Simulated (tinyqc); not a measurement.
Hubbard chain of 3 sites, step by step. One step of it, computed by the program tinyqc.

Question. Mean-field iteration 3. H(up) = T + U n(down), H(down) = T + U n(up); fill the lowest levels; n(new) = n + mixing (n(out) - n); E = tr T (rho up + rho down) + U sum n_up n_down of the output.

one-body matrix (hopping and site energies) (eV), order 1, 2, 3:
```
[[0.660000, -0.870000, 0.000000],
 [-0.870000, -0.440000, -0.870000],
 [0.000000, -0.870000, -0.740000]]
```

U = 8.100000 eV

electrons, up and down: [2, 1]

mixing = 1

n(up) after iteration 2: [0.946537, 0.353332, 0.700131]

n(down) after iteration 2: [0.833468, 0.158255, 0.008277]

Give: levels, up; levels, down; energy; n(up) after iteration 3; n(down) after iteration 3.

Answer.

levels, up (eV): [-1.0848, 1.1389, 7.5259]

levels, down (eV): [2.0398, 5.1832, 8.4570]

energy = 5.3135 eV

n(up) after iteration 3: [0.0173, 0.9829, 0.9998]

n(down) after iteration 3: [0.0173, 0.9011, 0.0816]
